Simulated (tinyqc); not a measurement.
From results back to parameters: six-band k.p model of the valence band of a wurtzite crystal. Five cases, with inputs chosen for the exercise.

Problem. In the quasi-cubic model the splittings of an unstrained wurtzite crystal obey (E1 - E2) + (E1 - E3) = Dcr + Dso and (E1 - E2)(E1 - E3) = (2/3) Dcr Dso. The two splittings are given, and it is known that Dcr < Dso.

Find: sum; product; Dcr; Dso.

Method. Dcr and Dso are the roots of t^2 - S t + (3/2) P = 0; the energies alone cannot tell which is which, since the formulas are symmetric in the two.

Case 1.

E1 - E2, E1 - E3 (meV): 23.3708  440.2292

Solution.

sum = 463.60 meV
product = 10288.5 meV^2
Dcr = 36.1 meV
Dso = 427.5 meV

Case 2.

E1 - E2, E1 - E3 (meV): 22.5541  439.8459

Solution.

sum = 462.40 meV
product = 9920.3 meV^2
Dcr = 34.8 meV
Dso = 427.6 meV

Case 3.

E1 - E2, E1 - E3 (meV): 25.6250  414.0750

Solution.

sum = 439.70 meV
product = 10610.7 meV^2
Dcr = 39.8 meV
Dso = 399.9 meV

Case 4.

E1 - E2, E1 - E3 (meV): 20.4166  444.9834

Solution.

sum = 465.40 meV
product = 9085.1 meV^2
Dcr = 31.4 meV
Dso = 434.0 meV

Case 5.

E1 - E2, E1 - E3 (meV): 13.6082  76.6918

Solution.

sum = 90.30 meV
product = 1043.6 meV^2
Dcr = 23.4 meV
Dso = 66.9 meV

Computed by tinyqc, one run a case: `OMP_NUM_THREADS=1 python tinyqc.py N N+1 out.jsonl` with N = 1051362, 1051526, 1051595, 1080068, 1080079; one thread of a shared Intel(R) Xeon(R) Processor @ 2.30GHz, about 0.01 s a run at most.
